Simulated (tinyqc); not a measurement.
## Single-photon avalanche diode, trigger probability and counting: effect of the width of the multiplication layer

A multiplication layer of width W with the uniform field V/W; alpha = an exp(-bn/E) for electrons, beta = ap exp(-bp/E) for holes (local model, no dead space). a = alpha W, b = beta W. Electrons enter at x = 0, holes at x = W. P0 is the probability that an electron entering at 0 starts a lasting avalanche, PW the same for a hole entering at W.

Breakdown: ln(a/b) = a - b with a not equal to b. Above it PW/(1 - PW) = [P0/(1 - P0)] exp(b - a) and b ln(1 - P0) = a ln(1 - PW); the mean over pairs made evenly in the layer is Pm = ln[(1 - PW)/(1 - P0)]/(a - b). The excess bias is 10 % of VB in every row.

Parameters, values chosen for the exercise; ionisation coefficients close to those of indium phosphide:
- an = 1.12e7 1/cm (electron prefactor)
- bn = 3.1 MV/cm (electron field)
- ap = 4.82e6 1/cm (hole prefactor)
- bp = 2.48 MV/cm (hole field)

Effect of the width of the multiplication layer:

| W (um) | VB (V) | E at VB (MV/cm) | beta/alpha at VB | P0 | PW |
|---|---|---|---|---|---|
| 0.15 | 8.8965 | 0.59310 | 1.2241 | 0.58301 | 0.62230 |
| 0.25 | 13.369 | 0.53475 | 1.3720 | 0.60409 | 0.68149 |
| 0.41 | 20.014 | 0.48815 | 1.5326 | 0.62088 | 0.73403 |
| 0.67 | 30.096 | 0.44920 | 1.7110 | 0.63449 | 0.78107 |
| 1.1 | 45.722 | 0.41566 | 1.9126 | 0.64554 | 0.82309 |
| 1.8 | 69.642 | 0.38690 | 2.1369 | 0.65416 | 0.85933 |
| 3 | 108.28 | 0.36094 | 2.3979 | 0.66092 | 0.89122 |
| 5 | 169.10 | 0.33820 | 2.6914 | 0.66570 | 0.91762 |

Read the table: what changes, and by how much?

As W grows, VB rises from 8.90 to 169 V, as W^(0.84) on average, the breakdown field falls from 0.593 to 0.338 MV/cm and beta/alpha rises from 1.22 to 2.69. At equal relative excess P0 rises from 0.583 to 0.666 and PW rises from 0.622 to 0.918. For W = 0.15, 0.25 dead space and band-to-band tunnelling, left out here, matter.

Numbers from tinyqc (`OMP_NUM_THREADS=1 python tinyqc.py 2630060 2630061 out.jsonl`; about 0.01 s on one thread of a shared Intel Xeon 2.30GHz).
